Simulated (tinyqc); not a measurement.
Sweep of a uniaxial [110] stress: six-band Luttinger-Kohn model with strain.

Six-band Luttinger-Kohn model in the basis |3/2,3/2>, |3/2,1/2>, |3/2,-1/2>, |3/2,-3/2>, |1/2,1/2>, |1/2,-1/2>, electron energies, zero at the top of the unstrained valence band. H = -[rows: (P+Q, -S, R, 0, -S/r2, r2 R); (-S*, P-Q, 0, R, -r2 Q, r32 S); (R*, 0, P-Q, S, r32 S*, r2 Q); (0, R*, S*, P+Q, -r2 R*, -S*/r2); (-S*/r2, -r2 Q, r32 S, -r2 R, P+Dso, 0); (r2 R*, r32 S*, r2 Q, -S/r2, 0, P+Dso)], r2 = sqrt(2), r32 = sqrt(3/2). Levels are twofold.

P = c g1 k^2 - av tr(e); Q = c g2 (kx^2 + ky^2 - 2 kz^2) - (b/2)(exx + eyy - 2 ezz); R = c sqrt3 [-g2 (kx^2 - ky^2) + 2i g3 kx ky] + (sqrt3/2) b (exx - eyy) - i d exy; S = 2 c sqrt3 g3 (kx - i ky) kz - d (exz - i eyz); c = hbar^2/2m0, e the strain tensor (not engineering shear).

s11 = (C11 + C12)/((C11 - C12)(C11 + 2 C12)), s12 = -C12/((C11 - C12)(C11 + 2 C12)), s44 = 1/C44; exx = s11 sxx + s12 (syy + szz) and cyclic, exy = s44 sxy/2; tension is positive. A uniaxial stress X along the unit vector n is s_ij = X n_i n_j.

Constants: hbar^2/2m0 = 3.80998211 eV angstrom^2.

Parameters, chosen for this exercise (near those of InP; the results hold for these values, not for the real material): Dso = 0.106 eV (spin-orbit splitting); g1 = 5.1 (Luttinger gamma1); g2 = 1.6 (gamma2); g3 = 2.09 (gamma3); av = 0.58 eV (valence hydrostatic potential); b = -1.98 eV (tetragonal shear potential); d = -4.94 eV (trigonal shear potential); C11 = 102.7 GPa; C12 = 57.4 GPa; C44 = 45 GPa; load = uniaxial [110] (kind of stress).

Edges at k = 0 and curvature masses of the top pair along [110] and [001] (step 0.0002 1/angstrom); at zero stress the top is fourfold and has no single curvature.

Edges and masses:
```
X (GPa),top (eV),second (eV),third (eV),splitting (meV),m [110],m [001]
-2.10,0.1143,-0.0744,-0.1627,188.7,0.080,0.491
-0.70,0.0310,-0.0259,-0.1167,56.9,0.088,0.415
0.00,0.0000,0.0000,-0.1060,0.0,-,-
0.70,0.0270,-0.0106,-0.1167,37.6,0.718,0.126
1.40,0.0550,-0.0017,-0.1481,56.6,0.667,0.116
2.10,0.0839,0.0152,-0.1883,68.6,0.631,0.109
```

Give the missing row, X (GPa) = -1.40.

Computed row:
```
X (GPa)  top (eV)  second (eV)  third (eV)  splitting (meV)  m [110]  m [001]
-1.40      0.0710      -0.0506     -0.1376            121.7    0.082    0.467
```

The splitting reaches 188.7 meV under compression and 68.6 meV under the same tension; linear shear terms alone would make the two equal, and the difference comes from the coupling to the split-off band. At the ends of the sweep the top pair has a mass along [110] of 0.080 under compression and 0.631 under tension, so compression gives the lighter holes along [110]; along [001] it has 0.491 and 0.109. The top edge itself moves by +114 and +84 meV. The ends of the sweep mean strains up to 2.3 %, beyond the range of linear deformation potentials.

(tinyqc, `OMP_NUM_THREADS=1 python tinyqc.py 1081079 1081080 out.jsonl`, Intel(R) Xeon(R) Processor @ 2.30GHz, 1 thread, shared host, about 0.07 s.)
